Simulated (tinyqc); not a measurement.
Worked calculation: MP2 on RHF in the 6-31g basis, for H3+, spin multiplicity 1. One step of it, computed by the program tinyqc.

Task: Orthogonalisation. S = U s U^T; symmetric (Loewdin) form X = U s^(-1/2) U^T, so that X^T S X = 1.

overlap S, lower triangle:
```
          1H 1s     1H 2s     2H 1s     2H 2s     3H 1s     3H 2s
1H 1s  1.000000
1H 2s  0.658292  1.000000
2H 1s  0.295957  0.435971  1.000000
2H 2s  0.435971  0.776603  0.658292  1.000000
3H 1s  0.296458  0.436241  0.053333  0.227085  1.000000
3H 2s  0.436241  0.776898  0.227085  0.520130  0.658292  1.000000
```

Give: eigenvalues of S; X.

Result:

eigenvalues of S: 0.090  0.223  0.430  0.661  1.204  3.393

X, lower triangle:
```
        1H 1s   1H 2s   2H 1s   2H 2s   3H 1s  3H 2s
1H 1s   1.275
1H 2s  -0.540   2.339
2H 1s  -0.076  -0.008   1.265
2H 2s   0.049  -0.786  -0.494   1.758
3H 1s  -0.076  -0.008   0.037   0.037   1.265
3H 2s   0.049  -0.787   0.037  -0.043  -0.494  1.759
```
